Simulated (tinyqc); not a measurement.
Inside a calculation. Model: rapid thermal processing of a wafer: radiative balance, ramp and cooling, pattern effects, pyrometer error and spike budget. Computed by tinyqc, a small Python program that keeps every step. Command: `OMP_NUM_THREADS=1 python tinyqc.py 3110545 3110546 out.jsonl rtp walk`. One thread of a shared host (Intel(R) Xeon(R) Processor @ 2.30GHz), about 0.04 s of CPU time with the checks. Intermediate numbers are printed to about 6 digits and carried at full precision; extremes and crossings named in words are read from the listed rows.

The wafer is opaque and uniform through its thickness unless said otherwise; temperatures in formulas are in kelvin (C + 273.15). sigma = 5.670374419e-12 W/(cm^2 K^4).

Inputs (values chosen for the exercise, modelled on a hot silicon wafer):
```
quantity                                              value         unit
wafer thickness d                                       625   micrometre
heat capacity per volume C                             2.15   J/(cm^3 K)
thermal conductivity k                                 0.24     W/(cm K)
emissivity eps of each face                             0.7            -
reflectivity of the chamber walls r                    0.68            -
gas heat-transfer coefficient h, both faces together   0.79  mW/(cm^2 K)
wall temperature T_w                                    500            K
process temperature                                    1010            C
starting temperature                                    400            C
ramp rate                                               360          K/s
relative change of absorptivity over a pattern          3.1            %
period of the pattern                                     2           mm
pyrometer wavelength                                    3.8   micrometre
error of the assumed emissivity                          12            %
activation energy of the process E_a                      2           eV
```

Constants: k_B = 8.617333262e-05 eV/K; h = 6.62607015e-34 J s; c = 299792458 m/s; k_B = 1.380649e-23 J/K.

## Power to hold and to ramp

Effective emissivity between parallel grey plates: eps_eff = 1/(1/eps + 1/(1 - r) - 1). Loss per area q(T) = 2 eps_eff sigma (T^4 - T_w^4) + h (T - T_w). Absorbed power during a ramp = q(T) + C d x ramp rate; thermal time constant tau = C d/(dq/dT), dq/dT = 8 eps_eff sigma T^3 + h; natural cooling rate q/(C d); front-to-back difference under one-sided heating at the end of the ramp = (absorbed power) d/(2 k).

eps_eff = 0.281407

holding power q = 9.07063 W/cm^2

power at the end of the ramp = 57.4456 W/cm^2

dq/dT = 27.7593 mW/(cm^2 K)

time constant tau = 4.84073 s

natural cooling rate = 67.5023 K/s

front-to-back difference = 7.47990 K

Radiation carries 93 % of the loss. The ramp needs 6.3 times the holding power.

## Cooling curve

Cooling with the lamps off: C d dT/dt = -q(T), integrated adaptively (relative tolerance 1e-10).

Lamps off at t = 0:
```
t (s)    T (C)  cooling rate (K/s)
0.48   979.118             61.3429
0.97   950.404             55.9988
1.90   902.299             47.8258
3.40   838.136             38.3305
4.80   789.089             32.0586
7.30   719.199             24.4414
12.00  625.490             16.3475
19.00  534.352             10.4214
```

The rate falls from 67.5 K/s at t = 0 to 10.4 K/s in the last row.

## Thermal budget of a spike

Spike anneal: linear ramp to the peak, then lamps off. Equivalent time at the peak = int exp(-(E_a/k_B)(1/T - 1/T_peak)) dt; estimate (k_B T^2/E_a)(1/ramp rate + 1/cooling rate). The ramp part uses 4000 trapezoid steps, the cooling part 4000 steps over 4 tau. Time within 50 K of the peak from the same curves.

equivalent time, ramp = 0.178251 s

equivalent time, cooling = 1.16905 s

equivalent time, total = 1.34730 s

estimate = 1.24800 s

time within 50 K of the peak = 0.940137 s

Cooling supplies 87 % of the budget.

## What a faster ramp buys

The formulas are those given above.

Against the ramp rate:
```
ramp (K/s)  ramp part (s)  cooling part (s)  total (s)  power at the peak (W/cm^2)
10                6.41705           1.16905    7.58611                      10.414
25                2.56682           1.16905    3.73587                      12.430
50                1.28341           1.16905    2.45246                      15.789
100               0.64171           1.16905    1.81076                      22.508
250               0.25668           1.16905    1.42573                      42.664
500               0.12834           1.16905    1.29739                      76.258
1000              0.06417           1.16905    1.23322                     143.446
```

From 10 to 100 K/s the total falls by a factor 4.2, from 100 to 1000 K/s by 1.47: the cooling part, 1.17 s, is a floor, and the natural cooling rate here is 67.5 K/s.

## Pattern effect

At steady state a sinusoidal change of absorbed power of relative amplitude a and period p gives the temperature amplitude a q/(dq/dT + k d (2 pi/p)^2); healing length l = sqrt(k d/(dq/dT)); process change = E_a dT/(k_B T^2). Emissivity is taken as unchanged.

healing length l = 7.35092 mm

amplitude without lateral conduction = 10.1296 K

amplitude = 0.0189581 K

change of the process rate = 0.0267237 %

Lateral conduction cuts the amplitude to 0.19 %, since p/(2 pi l) = 0.043.

## Pyrometer error

Signal proportional to eps/(exp(c2/(lambda T)) - 1), c2 = h c/k_B. If the assumed emissivity is too high by the given error, the reading T' solves (1 + error)/(exp(c2/(lambda T')) - 1) = 1/(exp(c2/(lambda T)) - 1). Wien estimate: T' - T = -lambda T^2 ln(1 + error)/c2. Process rates go as exp(-E_a/(k_B T)).

c2 = 14387.8 micrometre K

c2/(lambda T) = 2.95075

reading less true temperature = -45.1885 K

Wien estimate = -49.2816 K

rate at T over rate at T', less 1 = 93.5253 %

Caution: below about 600 C lightly doped silicon is partly transparent at this wavelength, so its emissivity is not yet the hot value early in the ramp.

Checks made by the program: cooling time against quadrature of C d dT/q (relative difference 3e-08).
